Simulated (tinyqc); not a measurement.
What each parameter does: six-band hole subbands of a thin body in a field.

Basis X, Y, Z times spin, hole energies counted downwards from the unstrained edge (the hydrostatic shift is left out), c = hbar^2/2m0. For a symmetric tensor T let C(T) have C_XX = L Txx + M (Tyy + Tzz), C_XY = N Txy (cyclic), L = c (g1 + 4 g2), M = c (g1 - 2 g2), N = 6 c g3. k = q + kz n, n the unit normal, q = k1 u + k2 v with u along the channel [1-10] and v = n x u. H = C(k k^T) + (Dso/3)(1 - L.sigma) - B + e F z with (L_k)_ij = -i epsilon_kij; B is the block C built from the traceless strain with 2b, -b and sqrt(3) d in place of L, M, N. Strain: exx = eyy = (s11 + s12) sx/2, ezz = s12 sx, exy = -s44 sx/4. Hard walls at z = 0 and t; basis sin(j pi z/t), j = 1 to Nz: kz^2 = (j pi/t)^2, kz = -i D with D_jl = 4 j l/(t (j^2 - l^2)), z_jj = t/2 and z_jl = -8 t j l/(pi (j^2 - l^2))^2 for j + l odd; 1 MV/cm = 0.01 eV/angstrom.

Nz = 14. E1 is the top subband at q = 0, gap the distance to the next pair, and the masses are c q^2/(E(q) - E1) at |q| = 0.02 1/angstrom (mean of the spin pair) along the channel [1-10] and across it in the plane; a dash marks a band that does not rise.

Constants: hbar^2/2m0 = 3.80998211 eV angstrom^2.

Inputs chosen for the exercise (near those of a p-type Si channel; the results hold for these values, not for the real material):

| symbol | value | unit | meaning |
|---|---|---|---|
| g1 | 4.28 |  | Luttinger gamma1 |
| g2 | 0.34 |  | gamma2 |
| g3 | 1.45 |  | gamma3 |
| Dso | 0.044 | eV | spin-orbit splitting |
| b | -2.14 | eV | tetragonal potential |
| d | -4.83 | eV | trigonal potential |
| S | (7.54, -2.12, 12.53) | 1/TPa | compliances s11, s12, s44 |
| face | 001 |  | surface |
| t | 75 | angstrom | body thickness |
| F | 0.2 | MV/cm | field across the body |
| sx | 1 | GPa | stress along the channel [1-10], negative in compression |

Six bands.

Results for these values:

| case | E1 (meV) | gap (meV) | m channel (m0) | m across (m0) |
|---|---|---|---|---|
| base | 78.3 | 21.9 | 2.534 | 0.261 |

What happens to each result for Dso = 0.066 eV, all else kept?

Answer: E1 rises from 78.3 to 78.7; gap rises from 21.9 to 24.9; m channel falls from 2.534 to 2.323; m across falls from 0.261 to 0.259.

The same for each parameter in turn:

| case | E1 (meV) | gap (meV) | m channel (m0) | m across (m0) |
|---|---|---|---|---|
| base | 78.3 | 21.9 | 2.534 | 0.261 |
| t = 85 angstrom | 77.3 | 21.3 | 2.225 | 0.267 |
| F = 0.5 MV/cm | 154.3 | 26.5 | 3.003 | 0.221 |
| sx = 0.5 GPa | 86.3 | 15.4 | 2.789 | 0.231 |
| g3 = 1.35 | 78.3 | 21.9 | 1.395 | 0.243 |
| g2 = 0.39 | 78.0 | 22.9 | 2.514 | 0.242 |
| Dso = 0.066 eV | 78.7 | 24.9 | 2.323 | 0.259 |
| d = -3.86 eV | 81.9 | 18.2 | 2.804 | 0.318 |

Program tinyqc; command `OMP_NUM_THREADS=1 python tinyqc.py 1280147 1280148 out.jsonl`; about 0.4 s on one thread of a shared Intel(R) Xeon(R) Processor @ 2.30GHz.
